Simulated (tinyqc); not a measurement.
Inside a calculation. Model: sputter depth profiling of a dopant layer: erosion rate, quantification and the mixing-roughness response. Computed by tinyqc, a small Python program that keeps every step. Command: `OMP_NUM_THREADS=1 python tinyqc.py 3028031 3028032 out.jsonl sims walk`. One thread of a shared host (Intel(R) Xeon(R) Processor @ 2.30GHz), about 0.04 s of CPU time with the checks. Intermediate numbers are printed to about 5 digits and carried at full precision; extremes and crossings named in words are read from the listed rows.

A rastered ion beam erodes silicon (49.94 atoms per nm^3). The measured profile is the true one convolved with a depth response.

Inputs (values chosen for the exercise, modelled on a dopant in silicon under an oxygen or caesium beam): beam energy E = 0.33 keV; beam current = 20 nA; raster side = 200 um; sputter yield at 1 keV = 1.1; mixing length at 1 keV = 1.9 nm; roughness sigma = 0.66 nm; depth of the top edge z0 = 50 nm; box width b = 3.9 nm; box concentration C = 4.8e+18 1/cm^3; relative sensitivity factor RSF = 2.2e+21 1/cm^3; matrix count rate = 2.9e+06 1/s; background count rate = 0.5 1/s; counting time per point = 0.5 s; level that defines the junction C_B = 4e+16 1/cm^3.

True profile: box.

Constants: e = 1.602176634e-19 C.

## Erosion and sensitivity

Scaling chosen for the exercise: yield Y = Y1 E^0.5, mixing length w = w1 E^0.5 (E in keV). Erosion rate = Y I/(e x raster^2 x density); depth step = rate x counting time; concentration = RSF x counts/matrix counts; detection limit = RSF x 3 sqrt(background x time)/(matrix rate x time).

yield Y = 0.63190

mixing length w = 1.0915 nm

erosion rate = 0.039488 nm/s

depth step = 0.019744 nm

detection limit = 2.2759e+15 1/cm^3

Caution: with so few background counts Poisson statistics, not 3 sqrt(N), set the true limit.

## Measured shape

Mixing alone turns a layer at z0 into (1/w) exp(-(z - z0 + w)/w) for z > z0 - w; roughness adds a Gaussian of width sigma. With x = z - z0 + w: g(x) = (1/(2w)) exp(sigma^2/(2 w^2) - x/w) erfc((sigma/w - x/sigma)/sqrt2), and its integral G(x) = (1/2) erfc(-x/(sigma sqrt2)) - w g(x). Measured: C [G(x) - G(x - b)]. Find the maximum, the full width at half maximum and the deep point where the profile falls to C_B; far down, the trailing edge decays by w ln(10) per decade.

depth of the maximum = 51.947 nm

peak concentration = 4.3397e+18 1/cm^3

full width at half maximum = 4.1178 nm

apparent junction depth = 58.202 nm

trailing slope = 2.5132 nm/decade

The true deep edge lies at 53.9 nm, so the junction appears 4.30 nm too deep. The peak reaches 90.4 % of the true concentration.

## Moments

Convolution adds means and variances: the response has mean 0 (shift -w plus exponential mean w) and variance w^2 + sigma^2; a box adds the mean b/2 and the variance b^2/12.

centroid = 51.95 nm

standard deviation = 1.7013 nm

maximum minus centroid = -0.0029796 nm

The centroid stays at the true position while the maximum lies nearer the surface, so depth is read from the centroid.

## Points of the profile

Counts = concentration x matrix rate x time/RSF + background x time; relative noise 1/sqrt(counts). Depths are z0 - w + k (w + sigma), k = -0.5, 0, 0.5, 1, 2, 3, 5, 8, 12.

Profile:
```
k     z (nm)  measured (1/cm^3)      counts  relative noise
-0.5  48.033         9.9589e+16  6.5888e+01          0.1232
0.0   48.909         8.2850e+17  5.4631e+02          0.0428
0.5   49.784         2.3810e+18  1.5696e+03          0.0252
1.0   50.660         3.6459e+18  2.4032e+03          0.0204
2.0   52.411         4.1974e+18  2.7667e+03          0.0190
3.0   54.163         1.5927e+18  1.0500e+03          0.0309
5.0   57.666         6.5395e+16  4.3351e+01          0.1519
8.0   62.920         5.3066e+14  5.9976e-01          1.2913
12.0  69.926         8.6534e+11  2.5057e-01          1.9977
```

## Beam energy: resolution against speed

Width = full width at half maximum; the apparent junction is the deep point where the profile falls to C_B; time to profile to twice z0 = 2 z0/erosion rate, at fixed current.

Measured values:
```
E (keV)  w (nm)  peak (1/cm^3)  width (nm)  apparent junction (nm)  time (min)
0.15     0.7359     4.5767e+18      3.9966                  56.979      62.604
0.25     0.9500     4.4388e+18      4.0651                  57.712      48.493
0.50     1.3435     4.1573e+18      4.2237                  59.075      34.289
1.00     1.9000     3.7644e+18      4.4994                  60.950      24.246
2.00     2.6870     3.2839e+18      4.9557                  63.441      17.145
4.00     3.8000     2.7603e+18      5.6700                  66.664      12.123
8.00     5.3740     2.2419e+18      6.7354                  70.739       8.572
```

From the highest to the lowest energy the width goes from 6.74 to 4.00 nm, towards the floor set by roughness and the box width 3.9 nm, and the junction error from 16.8 to 3.08 nm, at 7.3 times the time. Extrapolating the tail slope to zero energy separates mixing from real diffusion. Caution: the surface transient, segregation under the beam and the growth of roughness with depth are left out, and real yields fall faster near the sputter threshold.

Checks made by the program: dose under the measured profile (relative difference below 1e-10).
